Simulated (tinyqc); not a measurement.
Effective work function and flat-band voltage of a metal/high-k/SiO2/Si stack with a dipole layer: one step. Where the gate Fermi level points. Four cases, with inputs chosen for the exercise.

Task: Position (EWF - chi)/Eg, 0 at the conduction and 1 at the valence edge; distances to both edges and to mid-gap; capacitance C = 3.9 eps0/EOT with eps0 = 8.8541878e-12 F/m.

Case 1.

Values chosen (out of a larger set: a stack on Si capped with a magnesium-like oxide; not measured data): chi = 4.058 eV (electron affinity of the channel); Eg = 1.12 eV (gap of the channel).

EWF = 4.068106 eV
EOT = 12.2902 angstrom

Case 2.

Values chosen (out of a larger set: a stack on Si capped with an aluminium-like oxide; not measured data): chi = 4.051 eV (electron affinity of the channel); Eg = 1.124 eV (gap of the channel).

EWF = 5.142858 eV
EOT = 11.7763 angstrom

Case 3.

Values chosen (out of a larger set: a stack on Si capped with a titanium-like oxide; not measured data): chi = 4.048 eV (electron affinity of the channel); Eg = 1.12 eV (gap of the channel).

EWF = 4.383087 eV
EOT = 16.0970 angstrom

Case 4.

Values chosen (out of a larger set: a stack on Si capped with a lanthanum-like oxide; not measured data): chi = 4.052 eV (electron affinity of the channel); Eg = 1.116 eV (gap of the channel).

EWF = 4.273806 eV
EOT = 14.2889 angstrom

Give: position; EWF - chi, chi + Eg - EWF, EWF - mid-gap; C.

Result:

Case 1.

position = 0.009

EWF - chi, chi + Eg - EWF, EWF - mid-gap (eV): 0.010  1.110  -0.550

C = 2.810 microF/cm^2

EWF lies within 0.2 eV of the conduction edge, as a low-threshold bulk n-channel gate needs.

Case 2.

position = 0.971

EWF - chi, chi + Eg - EWF, EWF - mid-gap (eV): 1.092  0.032  0.530

C = 2.932 microF/cm^2

EWF lies within 0.2 eV of the valence edge, as a low-threshold bulk p-channel gate needs.

Case 3.

position = 0.299

EWF - chi, chi + Eg - EWF, EWF - mid-gap (eV): 0.335  0.785  -0.225

C = 2.145 microF/cm^2

EWF lies 0.22 eV from mid-gap on the n side and 0.34 eV from the nearer edge; thin undoped bodies use values within about 0.3 eV of mid-gap.

Case 4.

position = 0.199

EWF - chi, chi + Eg - EWF, EWF - mid-gap (eV): 0.222  0.894  -0.336

C = 2.417 microF/cm^2

EWF lies 0.34 eV from mid-gap on the n side and 0.22 eV from the nearer edge; thin undoped bodies use values within about 0.3 eV of mid-gap.

Computed by tinyqc, one run a case: `OMP_NUM_THREADS=1 python tinyqc.py N N+1 out.jsonl` with N = 1880357, 1880368, 1880376, 1880428; one thread of a shared Intel(R) Xeon(R) Processor @ 2.30GHz, about 0.01 s a run at most.
